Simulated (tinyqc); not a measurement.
Non-radiative capture by multiphonon emission, one effective mode: one step, computed by the program tinyqc.

The initial state (free carrier plus empty centre) lies dE above the final state; both have the same frequency and are displaced by dQ.

Task: Geometry of the two curves. dQ = sqrt(2 S (hbar^2/u)/hbar omega); relaxation energy lambda = S hbar omega; phonons needed P = dE/hbar omega; classical barrier E_b = (dE - lambda)^2/(4 lambda); occupation n = 1/(exp(hbar omega/k_B T) - 1).

Inputs (values chosen for the exercise, with mass, screening and phonons like those of AlN):
```
quantity                  value  unit
energy released dE        0.888    eV
phonon energy hbar omega   49.5   meV
Huang-Rhys factor S        8.01     -
temperature T               300     K
```

Centre: attractive.

Constants: hbar^2/u = 4.18015928e-03 eV angstrom^2; k_B = 8.617333262e-05 eV/K.

Give: dQ; lambda; P; classical barrier E_b; occupation n.

Result:

dQ = 1.163 u^(1/2) angstrom

lambda = 0.396495 eV

P = 17.94

classical barrier E_b = 0.1523 eV

occupation n = 0.1729

dE exceeds lambda: the inverted case usual for deep centres, in which the curves cross on the far side of the initial minimum.
